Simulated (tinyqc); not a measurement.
From results back to parameters: six-band hole subbands of a thin body in a field. Five cases, with inputs chosen for the exercise.

Problem. Without spin-orbit coupling the masses along a normal n are the inverse eigenvalues of C(n n^T)/c: 1/(g1 - 2 g2) twice and 1/(g1 + 4 g2) on (001); 1/(g1 - 2 g3) twice and 1/(g1 + 4 g3) on (111); on (110) 1/(g1 + g2 - 3 g3), 1/(g1 - 2 g2) and 1/(g1 + g2 + 3 g3). Three masses were computed from hidden g1, g2, g3.

Case 1.

heavy and light mass on (001) (m0): 0.205339  0.032927

heavy mass on (111) = 0.497512 m0

Case 2.

heavy and light mass on (001) (m0): 0.276243  0.176678

heavy mass on (111) = 0.714286 m0

Case 3.

heavy and light mass on (001) (m0): 0.276243  0.176678

heavy mass on (111) = 0.704225 m0

Case 4.

heavy and light mass on (001) (m0): 0.277008  0.176991

heavy mass on (111) = 0.719424 m0

Case 5.

heavy and light mass on (001) (m0): 0.279330  0.177936

heavy mass on (111) = 0.735294 m0

Find: g1, g2, g3; heaviest mass on (110).

Solution. The inverse masses on (001) differ by 6 g2, which gives g2 and g1; g3 = (g1 - 1/m(111))/2.

Case 1.

g1, g2, g3: 13.37  4.25  5.68

heaviest mass on (110) = 1.72 m0

Case 2.

g1, g2, g3: 4.30  0.34  1.45

heaviest mass on (110) = 3.45 m0

Case 3.

g1, g2, g3: 4.30  0.34  1.44

heaviest mass on (110) = 3.12 m0

Case 4.

g1, g2, g3: 4.29  0.34  1.45

heaviest mass on (110) = 3.57 m0

Case 5.

g1, g2, g3: 4.26  0.34  1.45

heaviest mass on (110) = 4.00 m0

Computed by tinyqc, one run a case: `OMP_NUM_THREADS=1 python tinyqc.py N N+1 out.jsonl` with N = 1281297, 1281319, 1281326, 1281329, 1281340; one thread of a shared Intel(R) Xeon(R) Processor @ 2.30GHz, about 0.5 s a run at most.
